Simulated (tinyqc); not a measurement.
Inductance and parasitic capacitance from two readings.

Inverse problem. A loss-free coil L in parallel with C shows the apparent inductance L/(1 - w^2 L C), w = 2 pi f. Find L, C and the self-resonance 1/(2 pi sqrt(L C)).

apparent inductance at 8.6 and 18 GHz (nH): [1.0985696, 2.1455943]

Solution. The inverse of the reading is 1/L - w^2 C, a straight line in w^2.

L = 0.9600 nH
C = 45.00 fF
self-resonance = 24.21 GHz

tinyqc, about 0.01 s, one thread, Intel Xeon 2.30GHz (shared host): `OMP_NUM_THREADS=1 python tinyqc.py 2302137 2302138 out.jsonl`
